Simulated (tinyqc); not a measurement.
Hall effect and magnetoresistance of several carrier groups with constant relaxation times: one step, computed by the program tinyqc.

Group 1 has charge -e and group 2 charge +e; s_i is that sign. B lies along z; mu B is formed with mu in m^2/(V s).

Problem. Limits of weak and strong field. Weak field: R_H(0) = sum s_i n_i mu_i^2/(e (sum n_i mu_i)^2); MR = c B^2 with c = n1 n2 mu1 mu2 (s1 mu1 - s2 mu2)^2/(n1 mu1 + n2 mu2)^2. Strong field: R_H = 1/(e sum s_i n_i); rho_xx saturates at (n1/mu1 + n2/mu2)/(e (sum s_i n_i)^2).

Inputs (values chosen for the exercise, for a model conductor):

| quantity | value | unit |
|---|---|---|
| density n1 | 4.7e+10 | 1/cm^2 |
| mobility mu1 | 70000 | cm^2/(V s) |
| density n2 | 1.6e+12 | 1/cm^2 |
| mobility mu2 | 1700 | cm^2/(V s) |

Carriers: electrons and holes. Densities: per area (a thin layer).

Constants: e = 1.602176634e-19 C.

Give: R_H at weak field; coefficient c; R_H at strong field; saturation MR.

Solution.

R_H at weak field = -3.900e+07 cm^2/C

coefficient c = 12.74 1/T^2

R_H at strong field = 4.019e+06 cm^2/C

saturation MR = 134.7 %

R_H changes sign between weak and strong field: the faster group rules at weak field, the denser one at strong field.
